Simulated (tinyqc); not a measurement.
Worked calculation: tight binding, dimerised chain. One step of it, computed by the program tinyqc.

Question. Open chain of 3 cells. The same hoppings without the wrap-around bond.

H of the open chain (eV):
```
,1,2,3,4,5,6
1,0.000000,-2.440000,0.000000,0.000000,0.000000,0.000000
2,-2.440000,0.000000,-0.680000,0.000000,0.000000,0.000000
3,0.000000,-0.680000,0.000000,-2.440000,0.000000,0.000000
4,0.000000,0.000000,-2.440000,0.000000,-0.680000,0.000000
5,0.000000,0.000000,0.000000,-0.680000,0.000000,-2.440000
6,0.000000,0.000000,0.000000,0.000000,-2.440000,0.000000
```

Give: levels; weights of the highest filled level on the sites.

Answer.

levels (eV): -2.9428  -2.4874  -1.9846  1.9846  2.4874  2.9428

weights of the highest filled level on the sites: 0.1594  0.1055  0.2351  0.2351  0.1055  0.1594

The bulk gap runs from -1.7600 to 1.7600 eV; no level of this chain lies inside it.
